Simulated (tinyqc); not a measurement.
One electron in a tunnel-coupled double dot: charge qubit, sensing and quantum capacitance: one step of the calculation.

Basis (left, right), H = [[ep/2, tc], [tc, -ep/2]], splitting Om = sqrt(ep^2 + 4 tc^2), ep = al times the gate voltage. In equilibrium the electron is on the right with the chance P_R = [1 + (ep/Om) tanh(Om/2 kB T)]/2.

Task. Dephasing by charge noise. Noise in ep shifts Om by (ep/Om) d + (2 tc^2/Om^3) d^2. For Gaussian d of deviation se the spread of Om is sqrt[(ep se/Om)^2 + 2 (2 tc^2 se^2/Om^3)^2], and T2* is estimated as sqrt(2) hbar/spread; Om T2*/h counts the oscillations within T2*.

Parameters, values chosen for the exercise: tunnel coupling tc = 5.8 ueV; deviation of quasi-static detuning noise se = 1.3 ueV; detuning ep = -17.3 ueV.

Constants: q = 1.602176634e-19 C, hbar = 1.054571817e-34 J s, h = 6.62607015e-34 J s. Results are converted to the units shown.

Give: first-order spread; second-order spread; T2*; oscillations within T2*.

Result.

first-order spread = 1.0797 ueV
second-order spread = 0.017794 ueV
T2* = 0.86199 ns
oscillations within T2* = 4.3414

At ep = 0 the first-order term vanishes and T2* would be 9.04 ns.

Program tinyqc, `OMP_NUM_THREADS=1 python tinyqc.py 2470132 2470133 out.jsonl`; Intel Xeon 2.30GHz, shared host, one thread, about 0.01 s.
